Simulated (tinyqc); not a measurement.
# Energy and delay of logic against supply voltage: effects of single changes

One expression serves below and above threshold: I(Vg) = Ik [ln(1 + exp((Vg - VT + dd V)/(al nf Vt)))]^al, with I_on = I(V) and I_off = I(0). Gate delay td = kd C V/I_on, clock period LD td. Per gate and cycle the switching energy is act C V^2 and the leakage energy I_off V LD td. No short-circuit current, no variation. Minima are sought above 0.09 V; below a few Vt gates no longer switch and the model has no meaning.

Parameters, values chosen for the exercise; values of the order met in logic technologies:
- T = 300 K (temperature)
- VT = 0.26 V (threshold voltage at zero drain bias)
- nf = 1.1 (slope factor)
- dd = 0.11 (barrier lowering per volt of supply)
- Ik = 0.54 uA (specific current of a gate)
- al = 1.49 (exponent of the current law)
- C = 1.6 fF (load capacitance of a gate)
- kd = 0.7 (delay factor)
- LD = 12 (logic depth)
- act = 0.01 (activity factor)

Constants: q = 1.602176634e-19 C, kB = 1.380649e-23 J/K, Vt = kB T/q. Results are converted to the units shown.

Each table varies one quantity; the others keep the values above.

## Energy and delay against supply voltage

EDP = energy times td.

Result of one run:
```
V (V)	I_on (uA)	I_off (nA)	td (ps)	switching (aJ)	leakage (aJ)	energy (aJ)	EDP (fJ ps)
0.85	34.026	1.5251	27.978	11.560	0.43522	11.995	0.33561
```

What becomes of these results when the supply voltage V is changed from 0.85 to 0.15 V, all else the same?

Result of the changed run:
```
V (V)	I_on (uA)	I_off (nA)	td (ps)	switching (aJ)	leakage (aJ)	energy (aJ)	EDP (fJ ps)
0.15	0.018637	0.10295	9014.3	0.36000	1.6704	2.0304	18.303
```

The whole series:
```
V (V)	I_on (uA)	I_off (nA)	td (ps)	switching (aJ)	leakage (aJ)	energy (aJ)	EDP (fJ ps)
0.15	0.018637	0.10295	9014.3	0.36000	1.6704	2.0304	18.303
0.27	0.76881	0.16362	393.34	1.1664	0.20852	1.3749	0.54080
0.38	4.0096	0.25013	106.14	2.3104	0.12107	2.4315	0.25809
0.5	9.7315	0.39725	57.545	4.0000	0.13716	4.1372	0.23807
0.62	16.952	0.63056	40.964	6.1504	0.19218	6.3426	0.25982
0.73	24.635	0.96245	33.189	8.5264	0.27982	8.8062	0.29227
0.85	34.026	1.5251	27.978	11.560	0.43522	11.995	0.33561
0.97	44.364	2.4132	24.488	15.054	0.68788	15.742	0.38550
1.08	54.600	3.6694	22.154	18.662	1.0535	19.716	0.43679
1.2	66.534	5.7824	20.200	23.040	1.6820	24.722	0.49939
```

td falls from 9010 to 20.2 ps; the energy goes from 2.03 through a minimum of 1.37 (at V = 0.27 V among the rows listed) to 24.7 aJ and the EDP goes from 18.3 through a minimum of 0.238 (at V = 0.5 V among the rows listed) to 0.499 fJ ps. The exact minima lie at V = 0.222 V for the energy and 0.471 V for the EDP. Going from 1.2 V to the energy minimum saves a factor of 20.6 in energy and costs a factor of 56.4 in delay. Below the minimum the leakage energy rises faster than the switching energy falls, because the clock period grows so steeply.

## Optimum supplies against the activity factor

Same model as above.

V_min minimises the energy and V_EDP the product of energy and td.

Optimum supplies against the activity factor:
```
act	V_min (V)	energy at V_min (aJ)	leakage share (%)	clock at V_min (MHz)	V_EDP (V)	clock at V_EDP (GHz)
0.002	0.2800	0.4392	42.90	252.7	0.4891	1.391
0.005	0.2466	0.7658	36.48	131.9	0.4761	1.322
0.01	0.2219	1.200	34.35	73.15	0.4706	1.292
0.02	0.1971	1.893	34.36	37.40	0.4675	1.275
0.05	0.1629	3.412	37.77	13.68	0.4655	1.265
0.1	0.1342	5.153	44.04	5.731	0.4648	1.261
0.2	0.09226	7.256	62.46	1.677	0.4644	1.259
```

What does the table show?

As act goes from 0.002 to 0.2, V_min falls from 0.280 to 0.0923 V, the energy there rises from 0.439 to 7.26 aJ, the clock there falls from 253 to 1.68 MHz and V_EDP falls from 0.489 to 0.464 V. act and LD enter V_min only through the ratio act/LD.

Numbers from tinyqc (`OMP_NUM_THREADS=1 python tinyqc.py 2082041 2082042 out.jsonl`; about 0.01 s on one thread of a shared Intel Xeon 2.30GHz).
